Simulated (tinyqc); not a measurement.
Optical gain and spontaneous emission in a bulk direct-gap semiconductor, step by step. Values are carried at full precision from step to step, so a last printed digit may differ when a step is redone from the rounded ones.

F_j(eta) = (1/Gamma(j + 1)) integral_0^infinity x^j dx/(1 + exp(x - eta)), which tends to exp(eta) for eta << 0.

Quasi-Fermi levels: n = Nc F_1/2(Fc/kT) and p = Nv F_1/2(Fv/kT), Fc counted up from the conduction edge and Fv down from the valence edge; Nc, Nv from N = 2 (m kB T/(4 pi c))^(3/2) with c = hbar^2/2m0, in 1/angstrom^3; times 1e24 for 1/cm^3, with me and (mhh^(3/2) + mlh^(3/2))^(2/3).

Constants: hbar^2/2m0 = 3.80998211 eV angstrom^2; kB = 8.617333262e-05 eV/K; fine-structure constant alpha = 0.007297352564; hbar = 6.58211957e-16 eV s; hbar c = 1973.269805 eV angstrom.

Inputs chosen for the exercise (near those of GaAs; the results hold for these values, not for the real material):
```
symbol  value    unit    meaning
me      0.0677   m0      electron mass
mhh     0.51     m0      heavy-hole mass
mlh     0.0831   m0      light-hole mass
n       1.5e+18  1/cm^3  injected density, n = p
T       250      K
Eg      1.403    eV      direct gap
Ep      26.6     eV      Kane energy
nr      3.58             refractive index
E       1.477    eV      photon energy
```

## Quasi-Fermi levels

Solve for Fc and Fv.

kT = 0.021543 eV
Nc = 3.363e+17 1/cm^3
Nv = 7.410e+18 1/cm^3
Fc = 0.0643 eV
Fv = -0.0329 eV
Fc + Fv = 0.0314 eV

The separation of the quasi-Fermi levels exceeds the gap, so photons between Eg and Eg + (Fc + Fv) see gain. The quasi-Fermi level of the electrons lies inside the band, that of the holes in the gap.

## Absorption of the empty crystal

Parabolic bands, vertical transitions, no excitons. For each hole band j: mr = me mj/(me + mj); joint density of states J_j(E) = (mr/c)^(3/2) sqrt(E - Eg)/(2 pi^2), both spins, c = hbar^2/2m0; averaged matrix element |e.p|^2 = m0 Ep/6; alpha_j(E) = 4 pi^2 alpha_f c Ep J_j/(3 nr E) in 1/angstrom (alpha_f the fine-structure constant, listed as alpha among the constants), times 1e8 for 1/cm.

Evaluate at E for heavy and light holes.

mr, J and alpha of each hole band:
```
hole   mr (m0)  J (1/(eV angstrom^3))  alpha (1/cm)
heavy  0.05977              2.708e-05        4983.5
light  0.03731              1.335e-05        2457.7
```

The heavy-hole band gives 67 % of the total, 7441 1/cm.

## Occupations and gain at E

For band j the electron sits at Ee = (E - Eg) mr/me above its edge and the hole at Eh = (E - Eg) mr/mj; fe = 1/(1 + exp((Ee - Fc)/kT)), fh = 1/(1 + exp((Eh - Fv)/kT)); gain g = sum_j alpha_j (fe + fh - 1).

Use mr and alpha from the table.

Energies, occupations and gain of each hole band:
```
hole   Ee (eV)  Eh (eV)     fe     fh  g (1/cm)
heavy   0.0653   0.0087  0.488  0.127     -1918
light   0.0408   0.0332  0.749  0.044      -508
```

total gain = -2426 1/cm

E - Eg = 0.0740 eV is above Fc + Fv = 0.0314 eV, so both bands give loss (Bernard-Duraffourg).

## Spontaneous emission

Spontaneous rate: R = integral of (nr E/(hbar c))^2/(pi^2 hbar) sum_j alpha_j fe fh dE, with alpha in 1/cm and (nr E/(hbar c))^2 in 1/cm^2 (1e16 per 1/angstrom^2); B = R/(n p); lifetime n/R.

Integrate over photon energy.

R = 5.40e+26 1/(cm^3 s)
B = 2.40e-10 cm^3/s
radiative lifetime = 2.78 ns

## Checks

- B at n = 1e13 1/cm^3 against the van Roosbroeck-Shockley value from alpha and ni^2 (cm^3/s): both 3.30e-10.

tinyqc: `OMP_NUM_THREADS=1 python tinyqc.py 1652668 1652669 out.jsonl`; about 0.1 s, one thread, shared Intel(R) Xeon(R) Processor @ 2.30GHz.
